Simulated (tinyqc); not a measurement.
The same scatterer in wider strips: conductance of a narrow metal strip with scatterers (square lattice, Green functions).

A strip of W sites across with hard walls, site energy 0 and hopping -t. Mode n = 1 to W has profile chi_n(j) = sqrt(2/(W + 1)) sin(n j pi/(W + 1)) and energy en = -2t cos(n pi/(W + 1)); E = en - 2t cos(kn a). With z_n = exp(i kn a) (Im k > 0 for closed modes, |z| < 1) each lead gives the self-energy -t z_n in mode n. One column carries the site energies v, here one foreign atom. In the mode basis V_nm = sum_j chi_n(j) v_j chi_m(j), G = (E - en + 2 t z_n - V)^-1, and t_nm = 2t sqrt(sin(kn a) sin(km a)) G_nm in size for open modes. T = sum |t_nm|^2, conductance (2e^2/h) T.

Constants: e^2/h = 3.874045865e-05 S.

Parameters, chosen for this exercise (hopping and spacing of the size met in Cu or Al; the lattice is a model; shifted at random, so the results belong to these values and not to a real crystal): t = 1.35 eV (hopping); a = 2.59 angstrom (spacing); E = -0.71 eV (Fermi energy); v = (0, 0, 0, -1.6) eV (site energies in the scattering column).

Width (W + 1) a; the strength is the entry of v largest in size. The foreign atom sits at site W/2 + 1, rounded down. Added resistance (1/T - 1/M)/(2 e^2/h), M the number of open modes.

Against width:

| W | width (angstrom) | M | T | T/M | added resistance (ohm) |
|---|---|---|---|---|---|
| 3 | 10.4 | 3 | 2.2937 | 0.7646 | 1324.9 |
| 4 | 12.9 | 3 | 2.5080 | 0.8360 | 843.9 |
| 5 | 15.5 | 4 | 3.6548 | 0.9137 | 304.7 |
| 6 | 18.1 | 5 | 4.6513 | 0.9303 | 193.5 |
| 8 | 23.3 | 6 | 5.6385 | 0.9397 | 137.9 |
| 10 | 28.5 | 8 | 7.5971 | 0.9496 | 85.6 |
| 14 | 38.9 | 11 | 10.6149 | 0.9650 | 42.6 |
| 20 | 54.4 | 16 | 15.3689 | 0.9606 | 33.1 |

What does the comparison show, and why?

The added resistance is 1325 ohm at W = 3 and 33.1 at W = 20; from W = 10 to 20 it changes by a factor 0.39, where 1/M gives 0.50 and 1/M^2 gives 0.25. A point scatterer removes at most one unit of M (here 0.35 to 0.71), so its resistance is at most 1/(M (M - 1)) in units of h/2e^2, without bound for M = 1, with jumps where modes open or where the site sits near a node of the open modes; the largest value is at W = 3 (1325 ohm).

(tinyqc, `OMP_NUM_THREADS=1 python tinyqc.py 1482005 1482006 out.jsonl`, Intel(R) Xeon(R) Processor @ 2.30GHz, 1 thread, shared host, about 0.01 s.)
